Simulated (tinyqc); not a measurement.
Hydrogenic impurity: series, fields, screening, photoionisation and donor-acceptor pairs. Changing the pair distance r. Computed by tinyqc, a small Python program. Command: `OMP_NUM_THREADS=1 python tinyqc.py 3020831 3020832 out.jsonl hydrogenic sweep`. One thread of a shared host (Intel(R) Xeon(R) Processor @ 2.30GHz), about 0.01 s of CPU time with the checks.

One isotropic, parabolic band. Effective units: Ry* and a*, in which H = -nabla^2 - 2/r.

Inputs (values chosen for the exercise, for a model semiconductor):
```
quantity                   value  unit
electron mass m            0.465   m_0
dielectric constant eps       11     -
gap E_g                     3.04    eV
acceptor depth E_A           210   meV
rate prefactor W_0       1.4e+07   1/s
```

Parts treated: screening and pairs.

Constants: Ry = 13.605693123 eV; a_0 = 0.529177210903 angstrom; h x 1 THz = 4.135667696 meV; e^2/(4 pi eps_0) = 14.39964548 eV angstrom.

Method. Ry* = Ry m/eps^2, a* = a_0 eps/m; level n is bound by Ry*/n^2; <r> = (3/2) a* in 1s; lines 1s -> np at Ry* (1 - 1/n^2); 1 THz = 4.135667696 meV. No-phonon line h nu(r) = E_g - Ry* - E_A + e^2/(4 pi eps_0 eps r); rate W(r) = W_0 exp(-2 r/a*), the donor being the shallower centre; lifetime 1/W; zero field.

One run for each value:
```
pair distance r (angstrom)  Coulomb term (meV)  photon energy (eV)  lifetime (s)
34                                      38.502              2.8162    1.6331e-05
43                                      30.443              2.8082    6.8783e-05
56                                      23.376              2.8011    5.4891e-04
73                                      17.932              2.7956    8.2998e-03
94                                      13.926              2.7916    2.3778e-01
120                                     10.909              2.7886    1.5143e+01
160                                      8.182              2.7859    9.0297e+03
200                                      6.545              2.7843    5.3842e+06
```

What does the table show, and why?

Over the rows, Coulomb term (meV) falls from 38.5 to 6.55 (exponent d ln y / d ln x about -1.00 throughout); photon energy (eV) falls from 2.816 to 2.784 (exponent d ln y / d ln x -0.012 between the first rows and -0.0026 between the last); lifetime (s) rises from 1.63e-5 to 5.38e6 (exponent d ln y / d ln x 6.1 between the first rows and 29 between the last). The Coulomb term of the ionised pair falls as 1/r while the overlap, and so the rate, falls exponentially.
